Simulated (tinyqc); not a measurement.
Inside a calculation. Model: X-ray photoelectron analysis of a thin oxide on a semiconductor: attenuation lengths, thickness, angle series and band offsets. Computed by tinyqc, a small Python program that keeps every step. Command: `OMP_NUM_THREADS=1 python tinyqc.py 3113195 3113196 out.jsonl xps walk`. One thread of a shared host (Intel(R) Xeon(R) Processor @ 2.30GHz), about 0.01 s of CPU time with the checks. Intermediate numbers are printed to about 6 digits and carried at full precision; extremes and crossings named in words are read from the listed rows.

The same element is seen in the oxide and in the substrate, at nearly the same kinetic energy; films are flat and uniform, and the work function is ignored.

Inputs (values chosen for the exercise, modelled on SiO2 on silicon):
```
quantity                                           value     unit
photon energy                                     1253.6       eV
binding energy of the core level                    99.4       eV
oxide density                                       2.16   g/cm^3
oxide formula mass                                 60.08    g/mol
valence electrons per oxide formula                   16        -
oxide gap                                           8.75       eV
substrate density                                   2.33   g/cm^3
substrate formula mass                             28.09    g/mol
valence electrons per substrate formula                4        -
substrate gap                                       1.12       eV
oxide thickness d                                    1.9       nm
emission angle from the normal                        45  degrees
attenuation length over inelastic mean free path    0.87        -
carbon overlayer                                    0.77       nm
counts in the two peaks together                  700000        -
valence band offset used to make the data           4.58       eV
core level less valence band top, substrate        98.98       eV
core level less valence band top, thick oxide      98.52       eV
field in the oxide                                  0.86    MV/cm
```

## Inelastic mean free paths

TPP-2M: lambda = E/(E_p^2 [b ln(c E) - C/E + D/E^2]) in angstrom, E_p = 28.8 sqrt(N_v rho/M), b = -0.10 + 0.944/sqrt(E_p^2 + E_g^2) + 0.069 rho^0.1, c = 0.191/sqrt(rho), U = N_v rho/M, C = 1.97 - 0.91 U, D = 53.4 - 20.8 U, with E = photon energy less binding energy in eV. Attenuation length L = factor x lambda.

kinetic energy E = 1154.2 eV

Terms:
```
layer      E_p (eV)          b         c  lambda (nm)
oxide       21.8431  0.0146419  0.129959      3.35320
substrate   16.5892  0.0318658  0.125128      2.67050
```

L in the oxide = 2.91728 nm

L in the substrate = 2.32334 nm

## Peak ratio

R_0 = (rho_o/M_o) L_o/((rho_s/M_s) L_s); peak ratio R = I_ox/I_sub = R_0 [exp(d/(L_o cos theta)) - 1]; hence d = L_o cos theta ln(1 + R/R_0). A carbon layer weakens both peaks alike, by exp(-d_C/(L_o cos theta)) if its L is taken equal to L_o. This R_0 leaves out intrinsic losses from the substrate peak, so calibrated values can be larger.

R_0 = 0.544234

d/(L_o cos theta) = 0.921065

ratio R = 0.822862

oxide share of the counts = 0.451412

attenuation by carbon = 0.688477

depth 3 L_o cos theta = 6.18849 nm

## Error budget of the thickness

With x = d/(L_o cos theta): d ln d/d ln R = (1 - exp(-x))/x = -d ln d/d ln R_0; counting error of R = 1/sqrt(N f (1 - f)), f the oxide share, which times the sensitivity gives that of d; an angle error adds tan(theta) d theta; d is proportional to L_o at fixed R_0. Assumed errors: 5 % in R_0, 1 degree, 5 % in L_o.

sensitivity to R = 0.653488

counting error of d = 0.156956 %

R_0 = 3.26744 %

angle = 1.74533 %

L_o = 5 %

The attenuation length is the largest of these terms.

## Angle series: uniform film or islands?

Islands: half of the surface carries 2 d and half none, R = R_0 (1/2)(1 - t)/(1/2 + t/2) with t = exp(-2 d/(L_o cos theta)); the apparent thickness is read with the uniform formula.

Against the angle:
```
theta (degrees)  R, uniform  R, islands  apparent d, islands (nm)
0                   0.49962    0.311595                   1.32063
20                  0.54417    0.326520                   1.28838
35                  0.66104    0.359889                   1.21298
45                  0.82286    0.395332                   1.12639
55                  1.14980    0.442402                   0.99547
65                  1.99715    0.496506                   0.79930
75                  6.19549    0.537182                   0.51845
```

A uniform film gives d = 1.9 nm at every angle. The island film of the same volume reads 1.32 nm at normal emission and 0.518 nm at 75 degrees; its ratio cannot pass R_0, since the bare half always shows the substrate.

## Band offsets by core levels

Valence band offset = (E_core - E_v)(substrate) - (E_core - E_v)(oxide) + (core level separation at the interface, oxide less substrate). The separation is made here from the given offset; a uniform field F that raises the binding energy towards the surface shifts the oxide peak by e F <z>, <z> = d/(1 - exp(-x)) - d/x, x = d/(L_o cos theta), being the mean distance from the interface. Conduction band offset = oxide gap - substrate gap - valence band offset.

separation without field = 4.12 eV

<z> = 1.09381 nm

separation with field = 4.21407 eV

apparent valence band offset = 4.67407 eV

true conduction band offset = 3.05 eV

apparent conduction band offset = 2.95593 eV

The field biases both offsets by 0.094 eV, in opposite directions.

Checks made by the program: thickness recovered (relative difference below 1e-10).
